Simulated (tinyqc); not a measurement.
# Worked calculation: planar ballistic transistor, top-of-the-barrier model

Numbers from tinyqc (`OMP_NUM_THREADS=1 python tinyqc.py 2400110 2400111 out.jsonl`; about 0.02 s on one thread of a shared Intel Xeon 2.30GHz). Printed values are rounded.

At the top of the source barrier, states moving towards the drain are filled by the source (Fermi level 0) and states moving back by the drain (Fermi level -q Vd); nothing scatters. U is the shift of the band edge there, set by the capacitances CG, CD and CS (the total) and by the charge. Parabolic two-dimensional band; the source is grounded.

Values chosen for this exercise; mass and valleys close to those of indium arsenide:
- T = 77 K (temperature)
- m = 0.031 m0 (effective mass)
- gv = 1 (valley degeneracy)
- eox = 3.9 (relative permittivity of the gate insulator)
- tox = 2.4 nm (insulator thickness)
- aG = 0.76 (gate control CG/CS)
- aD = 0.1 (drain control CD/CS)
- E0 = 0.3 eV (band edge at the barrier top above the source Fermi level at zero bias)
- Vg = 0.6 V (gate voltage)
- Vd = 0.05 V (drain voltage)

Constants: q = 1.602176634e-19 C, kB = 1.380649e-23 J/K, hbar = 1.054571817e-34 J s, m0 = 9.1093837015e-31 kg, Vt = kB T/q, eps0 = 8.8541878128e-14 F/cm where lengths are in cm. Results are converted to the units shown.

## Density of states, capacitances and charge at zero bias

N0 = gv m kB T/(pi hbar^2), CG = eps0 eox/tox, vT = sqrt(2 kB T/(pi m)), CS = CG/aG, n0 = n at U = 0 and Vd = 0. eta1 = -(E0 + U)/Vt, eta2 = eta1 - Vd/Vt, n = (N0/2)[F_0(eta1) + F_0(eta2)], F_0(x) = ln(1 + exp x). UL = -(aG Vg + aD Vd).

N0 = 8.59256e10 cm^-2
CG = 1.43881 uF/cm^2
CS = 1.89317 uF/cm^2
n0 = 1.98895e-9 cm^-2
UL = -0.461 eV

## Iteration 1: self-consistent potential at the barrier top

U at the start (U = UL) = -0.461 eV

eta1 = -(E0 + U)/Vt, eta2 = eta1 - Vd/Vt, n = (N0/2)[F_0(eta1) + F_0(eta2)], F_0(x) = ln(1 + exp x). U(out) = UL + q (n - n0)/CS. U(new) = U + 0.2 (U(out) - U).

eta1 = 24.2640
eta2 = 16.7286
n = 1.76116e12 cm^-2
U(out) = -0.311954 eV
U after iteration 1 = -0.431191 eV

## Iteration 2: self-consistent potential at the barrier top

As before.

eta1 = 19.7715
eta2 = 12.2361
n = 1.37514e12 cm^-2
U(out) = -0.344623 eV
U after iteration 2 = -0.413877 eV

## Course of the iteration: self-consistent potential at the barrier top

Stop when U changes by less than 1e-9 eV, or after 90 iterations.

Course of the iteration:

| iteration | U (eV) | \|change\| (eV) |
|---|---|---|
| 1 | -0.431191 | 0.0298 |
| 2 | -0.413877 | 0.0173 |
| 3 | -0.403821 | 0.0101 |
| 4 | -0.397980 | 5.84e-3 |
| 5 | -0.394588 | 3.39e-3 |
| 6 | -0.392617 | 1.97e-3 |
| 7 | -0.391472 | 1.15e-3 |
| 8 | -0.390806 | 6.65e-4 |
| 9 | -0.390420 | 3.87e-4 |
| ... | ... | ... |
| 25 | -0.389884 | 6.53e-8 |
| 26 | -0.389884 | 3.79e-8 |
| 27 | -0.389884 | 2.21e-8 |
| 28 | -0.389884 | 1.28e-8 |
| 29 | -0.389884 | 7.45e-9 |
| 30 | -0.389884 | 4.33e-9 |
| 31 | -0.389884 | 2.51e-9 |
| 32 | -0.389884 | 1.46e-9 |
| 33 | -0.389884 | 8.49e-10 |

Converged in 33 iterations. At the end each change is about 0.58 times the one before: linear convergence.

## Current, mean velocity and share of the gate voltage

converged U = -0.389884 eV

N0 = gv m kB T/(pi hbar^2), CG = eps0 eox/tox, vT = sqrt(2 kB T/(pi m)), CS = CG/aG, n0 = n at U = 0 and Vd = 0. eta1 = -(E0 + U)/Vt, eta2 = eta1 - Vd/Vt, n = (N0/2)[F_0(eta1) + F_0(eta2)], F_0(x) = ln(1 + exp x). I = q (N0/2) vT [F_(1/2)(eta1) - F_(1/2)(eta2)] per width, F_(1/2)(x) = (2/sqrt(pi)) int_0^infinity u^(1/2)/(1 + exp(u - x)) du. Mean velocity I/(q n). CQ = (q/Vt) dn/d(eta1); the band edge follows the gate as -dU/dVg = aG/(1 + CQ/CS).

eta1 = 13.5462
n = 8.40326e11 cm^-2
I = 280.072 uA/um
mean velocity = 2.08023e7 cm/s
CQ = 2.07223 uF/cm^2
-dU/dVg = 0.362841 eV/V

The carriers from the source are degenerate (eta1 = 13.5), and the mean velocity is 1.34 times vT = sqrt(2 kB T/(pi m)) = 1.55e7 cm/s. The drain fills a good part of the returning states, which lowers the mean.
